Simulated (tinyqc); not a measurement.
Worked calculation: shallow donor in an anisotropic valley (effective-mass theory). Values are carried at full precision from step to step, so a last printed digit may differ when a step is redone from the rounded ones.

Constants: Ry = 13.60569312 eV; a0 (Bohr radius) = 0.5291772105 angstrom; hbar^2/2m0 = 3.80998211 eV angstrom^2; e^2/(4 pi eps0) = 14.39964547 eV angstrom.

Inputs chosen for the exercise (near those of 3C SiC; not measured data): ml = 0.689 m0 (longitudinal mass); mt = 0.254 m0 (transverse mass); eps = 9.5 (dielectric constant); a = 15.6 angstrom (trial radius across the axis); b = 8.7 angstrom (trial radius along the axis).

## Hydrogen-like estimates

Ry* = Ry m/eps^2 and a* = a0 eps/m for four choices of one mass: mt, the conductivity mass 3/(1/ml + 2/mt), the density-of-states mass (ml mt^2)^(1/3), and ml.

Estimates:

| mass | m (m0) | Ry* (meV) | a* (angstrom) |
|---|---|---|---|
| mt | 0.2540 | 38.29 | 19.79 |
| conductivity | 0.3217 | 48.50 | 15.63 |
| density of states | 0.3542 | 53.40 | 14.19 |
| ml | 0.6890 | 103.87 | 7.30 |

## Energy of one trial function

One valley: H = -c [(d2/dx2 + d2/dy2)/mt + (d2/dz2)/ml] - q/(eps r), c = hbar^2/2m0, q = e^2/(4 pi eps0). Trial function exp(-sqrt((x^2 + y^2)/a^2 + z^2/b^2)) with a > b: T = (c/3)(2/(mt a^2) + 1/(ml b^2)), V = -(q/eps) atan(u/b)/u, u = sqrt(a^2 - b^2). The central cell of the impurity is left out.

Evaluate T, V and E. Scaling both radii by f changes T to T/f^2 and V to V/f, so the best factor is f = -2T/V, with energy -V^2/(4T).

T = 65.444 meV
V = -114.622 meV
E = -49.179 meV
best scale factor = 1.1419
energy after scaling = -50.189 meV

The virial ratio -V/T is 1.751; it is 2 at the best scale. Scaling gains 1.011 meV.

## Scan over the shape

For each ratio b/a = 0.2, 0.3, ..., 0.9 the best scale follows from a = -2 T1/V1, with T1 and V1 taken at a = 1 angstrom.

Scan:

| b/a | a (angstrom) | b (angstrom) | E (meV) |
|---|---|---|---|
| 0.2 | 52.94 | 10.59 | -20.008 |
| 0.3 | 30.30 | 9.09 | -33.195 |
| 0.4 | 22.45 | 8.98 | -42.702 |
| 0.5 | 18.96 | 9.48 | -48.341 |
| 0.6 | 17.21 | 10.33 | -51.039 |
| 0.7 | 16.30 | 11.41 | -51.776 |
| 0.8 | 15.85 | 12.68 | -51.295 |
| 0.9 | 15.65 | 14.09 | -50.096 |

The best listed ratio is 0.7; (mt/ml)^(1/2) = 0.61 and (mt/ml)^(1/3) = 0.72 are common guesses.

## The minimum

Minimise over a and b. The Mott estimate n_c = (0.25/a_m)^3 uses a_m = (a^2 b)^(1/3); 1/angstrom^3 = 1e24/cm^3.

a = 16.29 angstrom
b = 11.44 angstrom
E = -51.776 meV
a_m = 14.48 angstrom
n_c = 5.15 x 1e18/cm^3

b/a = 0.702. The binding energy is 1.352 times Ry*(mt). The central cell of a real donor shrinks the orbit and raises n_c.

## Checks

- Energy from 21 anisotropic Gaussians against the two-parameter function, meV: -51.80 against -51.78.

tinyqc: `OMP_NUM_THREADS=1 python tinyqc.py 1280655 1280656 out.jsonl`; about 0.01 s, one thread, shared Intel(R) Xeon(R) Processor @ 2.30GHz.
